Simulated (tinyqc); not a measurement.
From results back to parameters: Gamma, L and X subbands of a thin body with non-parabolic valleys. Five cases, with inputs chosen for the exercise.

Problem. Hard walls; each subband edge rises by e with e (1 + a e) = c (pi/t)^2/m_z, c = hbar^2/2m0. The thickness at which the Gamma and L edges cross was computed from a hidden bulk separation EL.

Constants: hbar^2/2m0 = 3.80998211 eV angstrom^2.

Find: rise of Gamma; rise of L; EL.

Method. At the crossing the rise of Gamma equals EL plus the rise of L.

Case 1.

Values chosen (near those of a thin GaSb channel; the results hold for these values, not for the real material): mG = 0.0396 m0 (Gamma mass); aG = 1.12 1/eV (Gamma non-parabolicity); mzL = 1.298 m0 (confinement mass of the lowest L group); aS = 0.3 1/eV (non-parabolicity of L and X).

crossing thickness = 130.436 angstrom

Solution.

rise of Gamma = 0.053 eV
rise of L = 0.002 eV
EL = 0.051 eV

Case 2.

Values chosen (near those of a thin GaAs channel; the results hold for these values, not for the real material): mG = 0.0683 m0 (Gamma mass); aG = 0.58 1/eV (Gamma non-parabolicity); mzL = 1.965 m0 (confinement mass of the lowest L group); aS = 0.66 1/eV (non-parabolicity of L and X).

crossing thickness = 35.816 angstrom

Solution.

rise of Gamma = 0.356 eV
rise of L = 0.015 eV
EL = 0.341 eV

Case 3.

Values chosen (near those of a thin InAs channel; the results hold for these values, not for the real material): mG = 0.0258 m0 (Gamma mass); aG = 2.26 1/eV (Gamma non-parabolicity); mzL = 0.618 m0 (confinement mass of the lowest L group); aS = 0.6 1/eV (non-parabolicity of L and X).

crossing thickness = 25.694 angstrom

Solution.

rise of Gamma = 0.792 eV
rise of L = 0.088 eV
EL = 0.704 eV

Case 4.

Values chosen (near those of a thin GaSb channel; the results hold for these values, not for the real material): mG = 0.0385 m0 (Gamma mass); aG = 1.16 1/eV (Gamma non-parabolicity); mzL = 0.2532 m0 (confinement mass of the lowest L group); aS = 0.58 1/eV (non-parabolicity of L and X).

crossing thickness = 88.927 angstrom

Solution.

rise of Gamma = 0.110 eV
rise of L = 0.019 eV
EL = 0.091 eV

Case 5.

Values chosen (near those of a thin InP channel; the results hold for these values, not for the real material): mG = 0.0786 m0 (Gamma mass); aG = 0.6 1/eV (Gamma non-parabolicity); mzL = 0.1483 m0 (confinement mass of the lowest L group); aS = 0.66 1/eV (non-parabolicity of L and X).

crossing thickness = 13.181 angstrom

Solution.

rise of Gamma = 1.465 eV
rise of L = 0.911 eV
EL = 0.554 eV

Computed by tinyqc, one run a case: `OMP_NUM_THREADS=1 python tinyqc.py N N+1 out.jsonl` with N = 1250076, 1250077, 1250104, 1250116, 1250163; one thread of a shared Intel(R) Xeon(R) Processor @ 2.30GHz, about 0.04 s a run at most.
